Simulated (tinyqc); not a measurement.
From results back to parameters: core-shell quantum dot (spherical envelope functions). Three cases, with inputs chosen for the exercise.

Problem. The lowest electron level was computed from a hidden shell thickness H.

Parabolic bands; strain and other valleys are left out. s states, u = r psi, hard wall at R + H, c = hbar^2/2m0, energies from the band edges of the core. Core: u = sin(k1 r)/k1, k1 = sqrt(m1 E/c). At R, psi and psi'/m are continuous, so u is continuous and its slope in the shell is s = u/R + (m2/m1)(u' - u/R). Shell: u(R + x) = u(R) cos(k2 x) + s sin(k2 x)/k2, k2 = sqrt(m2 (E - V)/c); for negative arguments the functions turn into sinh and cosh. A level has u(R + H) = 0.

Constants: hbar^2/2m0 = 3.80998211 eV angstrom^2.

Case 1.

Values chosen (near those of a Ge/Si core-shell dot; not measured data): R = 13 angstrom (core radius); Vc = -0.051 eV (conduction edge of the shell above that of the core); me1 = 0.122 m0 (electron, core); me2 = 0.257 m0 (electron, shell).

E_e = 0.0812320 eV

Case 2.

Values chosen (near those of an InAs/InP core-shell dot; not measured data): R = 38 angstrom (core radius); Vc = 0.481 eV (conduction edge of the shell above that of the core); me1 = 0.03 m0 (electron, core); me2 = 0.081 m0 (electron, shell).

E_e = 0.2917076 eV

Case 3.

Values chosen (near those of a ZnSe/CdS core-shell dot; not measured data): R = 32 angstrom (core radius); Vc = -0.807 eV (conduction edge of the shell above that of the core); me1 = 0.162 m0 (electron, core); me2 = 0.217 m0 (electron, shell).

E_e = -0.6079245 eV

Find: u(R); s; H.

Solution.

Case 1.

u(R) = 12.068 angstrom
s = 0.6330
H = 22.0 angstrom

u(R) and s follow from E_e; u(R + H) = 0 gives tan(k2 H) = -k2 u(R)/s, with the first positive root.

Case 2.

u(R) = 20.215 angstrom
s = -1.5734
H = 18.0 angstrom

u(R) and s follow from E_e; u(R + H) = 0 gives tanh(kappa H) = -kappa u(R)/s.

Case 3.

u(R) = 533.463 angstrom
s = 109.2348
H = 25.0 angstrom

u(R) and s follow from E_e; u(R + H) = 0 gives tan(k2 H) = -k2 u(R)/s, with the first positive root.

Computed by tinyqc, one run a case: `OMP_NUM_THREADS=1 python tinyqc.py N N+1 out.jsonl` with N = 1251646, 1251647, 1251694; one thread of a shared Intel(R) Xeon(R) Processor @ 2.30GHz, about 0.04 s a run at most.
